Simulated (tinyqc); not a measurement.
Nucleation and growth of vacancy voids in a cooling silicon-like crystal: one step, computed by the program tinyqc. Command: `OMP_NUM_THREADS=1 python tinyqc.py 3015931 3015932 out.jsonl voids walk`. One thread of a shared host (Intel(R) Xeon(R) Processor @ 2.30GHz), about 0.8 s of CPU time with the checks.

Spherical voids; vacancies are lost only to voids.

Task: Nucleation rate at T with the initial excess. C_e = C_m exp[-(E_f/k_B)(1/T - 1/T_m)]; D = D0 exp(-E_m/(k_B T)); f = k_B T ln(C/C_e); r* = 2 gamma/(rho f); W* = 16 pi gamma^3/(3 rho^2 f^2); Z = f/sqrt(12 pi W* k_B T); I = rho Z (4 pi r* D C) exp(-W*/(k_B T)).

Inputs (values chosen for the exercise, close to those used for silicon): vacancy density at the melting point C_m = 6.9e+14 1/cm^3; formation energy E_f = 4.18 eV; melting point T_m = 1685 K; diffusion prefactor D0 = 0.0011 cm^2/s; migration energy E_m = 0.49 eV; site density rho = 5e+22 1/cm^3; void surface energy gamma = 0.884 J/m^2; temperature of the worked step T = 1415 K.

initial excess C = 7.857143e+13 1/cm^3

Constants: k_B = 8.617333262e-05 eV/K; k_B = 1.380649e-23 J/K; e = 1.602176634e-19 C.

Give: C_e; D; driving force f; critical radius r*; W*/(k_B T); rate I.

Result:

C_e = 2.840e+12 1/cm^3

D = 1.978e-05 cm^2/s

driving force f = 0.4049 eV

critical radius r* = 0.5451 nm

W*/(k_B T) = 56.32

rate I = 1.328 1/(cm^3 s)

Cooling by 10 K multiplies I by 620: nucleation switches on within a narrow range of temperature.
